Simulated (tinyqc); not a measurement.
Polytypes and stacking faults of a tetrahedral semiconductor in an axial Ising model with couplings up to third neighbours: one step, computed by the program tinyqc. Command: `OMP_NUM_THREADS=1 python tinyqc.py 3019447 3019448 out.jsonl polytype walk`. One thread of a shared host (Intel(R) Xeon(R) Processor @ 2.30GHz), about 0.01 s of CPU time with the checks.

Each double layer has s = +1 or -1 for the sense of its stacking step; E per pair of atoms = E0 - sum_n J_n <s_i s_(i+n)>, n = 1, 2, 3. Hexagonality h = (1 - <s_i s_(i+1)>)/2.

Task: Stacking-fault energies. Faults in 6H: the sequences single Shockley (42) (++++--), Frank-type (32) (+++--), Frank-type (43) (++++---) are put between perfect repeats; k_n = (layers x C_n of the host) - sum_i s_i s_(i+n). gamma = sum k_n J_n/A, A = (sqrt 3/2) a^2; 1 meV/angstrom^2 = 16.02177 mJ/m^2.

Inputs (values chosen for the exercise, of the order of those of SiC for J, a, G and the gaps):

| quantity | value | unit |
|---|---|---|
| J1 | 2.55 | meV/pair |
| J2 | -3.12 | meV/pair |
| J3 | -0.26 | meV/pair |
| basal lattice constant a | 3.08 | angstrom |

Host polytype: 6H.

fault coefficients k_n:
```
                             J1         J2         J3
single Shockley (42)   0.000000   0.000000  -4.000000
Frank-type (32)        0.666667   1.333333  -2.000000
Frank-type (43)       -0.666667  -1.333333  -2.000000
```

Constants: 1 eV/angstrom^2 = 16.02176634 J/m^2.

Give: gamma; energy of the glide fault, single Shockley (42).

Result:

gamma (mJ/m^2): single Shockley (42) 2.0282, Frank-type (32) -3.7834, Frank-type (43) 5.8116

energy of the glide fault, single Shockley (42) = 2.0282 mJ/m^2

The cheapest is the Frank-type (32) fault, with a negative energy: the host is not the ground state of this model against it.
